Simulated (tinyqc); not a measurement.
Which current rules in forward bias: trap-assisted generation and recombination current of an abrupt junction. Computed by tinyqc, a small Python program. Command: `OMP_NUM_THREADS=1 python tinyqc.py 3018393 3018394 out.jsonl junctionleak walk`. One thread of a shared host (Intel(R) Xeon(R) Processor @ 2.30GHz), about 0.01 s of CPU time with the checks.

Depletion approximation, flat quasi-Fermi levels across the depleted layer, long neutral regions with minority lifetimes tau_n and tau_p, full ionisation and Boltzmann statistics. Voltages in exponents stand for e V.

Inputs (values chosen for the exercise, for a model semiconductor):
```
quantity                              value    unit
gap E_g                                1.24      eV
electron mass m_e                     0.249     m_0
valleys M_c                               6       -
hole mass m_h                         0.618     m_0
dielectric constant eps                12.4       -
acceptor density N_A                  5e+16   cm^-3
donor density N_D                   4.7e+17   cm^-3
capture time tau_n                  2.2e-05       s
capture time tau_p                  7.3e-09       s
trap level E_t - E_i                      0      eV
electron diffusion coefficient D_n      6.6  cm^2/s
hole diffusion coefficient D_p           11  cm^2/s
temperature T                           300       K
```

Field enhancement: none.

Constants: k_B = 8.617333262e-05 eV/K; m_0 = 9.1093837015e-31 kg; k_B = 1.380649e-23 J/K; h = 6.62607015e-34 J s; e = 1.602176634e-19 C; eps_0 = 8.8541878128e-12 F/m.

Method:
- N_c = 2 M_c (2 pi m_e k_B T/h^2)^(3/2) and N_v = 2 (2 pi m_h k_B T/h^2)^(3/2), masses in units of m_0.
- n_i = sqrt(N_c N_v) exp(-E_g/2 k_B T); V_bi = (k_B T/e) ln(N_A N_D/n_i^2); diffusion saturation current J_d0 = e n_i^2 [sqrt(D_n/tau_n)/N_A + sqrt(D_p/tau_p)/N_D].
- W = sqrt(2 eps eps_0 (V_bi - V)(1/N_A + 1/N_D)/e), x_p = W N_D/(N_A + N_D), x_n = W - x_p, peak field F_m = 2 (V_bi - V)/W; reverse bias means V = -V_r.
- Potential from the p edge: phi = (V_bi - V) x^2/(x_p W) on the p side and (V_bi - V)[1 - (W - x)^2/(x_n W)] on the n side; p = N_A exp(-phi/k_B T), n = n_i^2 exp(V/k_B T)/p; U = (n p - n_i^2)/[tau_p (n + n_i exp(dE/k_B T)) + tau_n (p + n_i exp(-dE/k_B T))], dE = E_t - E_i, n1 = n_i exp(dE/k_B T), p1 = n_i exp(-dE/k_B T); J_t = e int U dx by the trapezoid rule on 400 intervals on each side.
- J_d = J_d0 (exp(V/k_B T) - 1). Ideality n = (e/k_B T) dV/d ln J, central difference of 1 mV. The rows stop just below the bias where n = 0.1 p or tau_p n = 0.1 tau_n p at the p edge, or the like at the n edge.

k_B T = 0.0258520 eV

n_i = 5.80092e+08 cm^-3

J_d0 = 5.04348e-15 A/cm^2

Forward characteristic:
```
V (V)  J_t (A/cm^2)  J_d (A/cm^2)  ideality of J_t  ideality of the sum
0.16     1.4430e-09    2.4531e-12           1.4264               1.4254
0.25     1.2921e-08    7.9895e-11           1.7475               1.7395
0.34     8.6079e-08    2.5970e-09           1.8941               1.8458
0.43     5.3150e-07    8.4414e-08           1.9210               1.7057
0.52     3.2592e-06    2.7438e-06           1.9157               1.3505
0.61     2.0211e-05    8.9183e-05           1.8983               1.0958
0.70     1.2803e-04    2.8988e-03           1.8739               1.0201
0.79     8.0544e-04    9.4221e-02           1.9811               1.0042
```

What does the comparison show, and why?

Diffusion overtakes recombination between 0.52 and 0.61 V, and the ideality of the sum goes from 1.43 to 1.00, with a maximum of 1.85 at 0.34 V. The ideality of J_t alone lies between 1.43 and 1.98.

Extremes, crossings and ranges named in words are read from the listed rows.
